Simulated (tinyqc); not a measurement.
## Long-channel MOSFET, surface-potential model: output curve

n-channel transistor on a uniformly doped p-type body, gradual-channel approximation, constant mobility, Boltzmann statistics, full ionisation. Potentials are counted from the neutral body; V is the electron quasi-Fermi potential, Vsb at the source and Vsb + Vds at the drain. Charges are magnitudes per area.

ni = sqrt(Nc Nv) exp(-Eg/(2 Vt)), Eg in volts; phiF = Vt ln(Na/ni); Cox = eps0 eox/tox; gamma = sqrt(2 q eps0 eps_r Na)/Cox. The surface potential psi at channel potential V solves Vgs + Vsb - Vfb - psi = gamma sqrt(G), G = psi - Vt + Vt exp((psi - 2 phiF - V)/Vt). Charge sheet: Qi = Cox gamma [sqrt(G) - sqrt(psi - Vt)]; I = mu (W/L) [integral of Qi dpsi from psi_0 to psi_L (drift) + Vt (Qi0 - QiL) (diffusion)], with psi_0 at V = Vsb and psi_L at V = Vsb + Vds. Pao-Sah: Qi(V) = (Cox gamma/2) integral from 3 Vt to psi of exp((u - 2 phiF - V)/Vt)/sqrt(G(u, V)) du, and I = mu (W/L) integral of Qi dV from Vsb to Vsb + Vds. Square law: VT = Vfb + 2 phiF + gamma sqrt(2 phiF + Vsb), m = 1 + gamma/(2 sqrt(2 phiF + Vsb)), I = mu Cox (W/L) [(Vgs - VT) v - m v^2/2] with v the smaller of Vds and (Vgs - VT)/m, and zero below VT.

Parameters, values chosen for the exercise; material values close to those of silicon: temperature T = 400 K; band gap Eg = 1.13 eV; relative permittivity of the semiconductor eps_r = 11.8; conduction-band density of states at T Nc = 4.37e19 cm^-3; valence-band density of states at T Nv = 4.02e19 cm^-3; acceptor density of the body Na = 7.6e16 cm^-3; relative permittivity of the gate insulator eox = 7.73; insulator thickness tox = 17 nm; flat-band voltage Vfb = -0.46 V; channel mobility mu = 220 cm^2/(V s); gate width W = 2 um; gate length L = 2 um; source-body reverse bias Vsb = 0 V; gate-source voltage Vgs = 0.87 V.

Constants: q = 1.602176634e-19 C, kB = 1.380649e-23 J/K, Vt = kB T/q, eps0 = 8.8541878128e-14 F/cm where lengths are in cm. Results are converted to the units shown.

Result of one run:

| psi_L (V) | QiL (nC/cm^2) | I, charge sheet (uA) | I, Pao-Sah (uA) | I, square law (uA) |
|---|---|---|---|---|
| 0.9492 | 0.7629 | 1.595 | 1.664 | 3.327 |

Which drain-source voltage Vds gave this result: 0.04, 0.08, 0.13, 0.22 or 0.3 V?

Vds = 0.3 V.

The whole series:

| Vds (V) | psi_L (V) | QiL (nC/cm^2) | I, charge sheet (uA) | I, Pao-Sah (uA) | I, square law (uA) |
|---|---|---|---|---|---|
| 0.04 | 0.8398 | 54.20 | 0.5296 | 0.5542 | 0.9926 |
| 0.08 | 0.8685 | 40.11 | 0.9342 | 0.9770 | 1.810 |
| 0.13 | 0.9005 | 24.50 | 1.280 | 1.337 | 2.585 |
| 0.17 | 0.9213 | 14.34 | 1.445 | 1.510 | 3.007 |
| 0.22 | 0.9390 | 5.720 | 1.550 | 1.618 | 3.289 |
| 0.26 | 0.9462 | 2.224 | 1.583 | 1.651 | 3.327 |
| 0.3 | 0.9492 | 0.7629 | 1.595 | 1.664 | 3.327 |
| 0.35 | 0.9504 | 0.1854 | 1.599 | 1.668 | 3.327 |
| 0.39 | 0.9506 | 0.05854 | 1.600 | 1.669 | 3.327 |

The Pao-Sah current rises from 0.554 to 1.67 uA, while the charge at the drain end falls from 54.2 to 0.0585 nC/cm^2. The current first comes within 1 % of its last value at Vds = 0.3 V among the rows listed; the square law saturates at (Vgs - VT)/m = 0.246 V. Over the last two rows psi_L moves by less than 1 mV: the drain has lost hold of the surface potential, so the current no longer grows. In the last row the charge sheet is 4.1 % below Pao-Sah and the square law 99 % above it.

Program tinyqc, `OMP_NUM_THREADS=1 python tinyqc.py 2360122 2360123 out.jsonl`; Intel Xeon 2.30GHz, shared host, one thread, about 0.05 s.
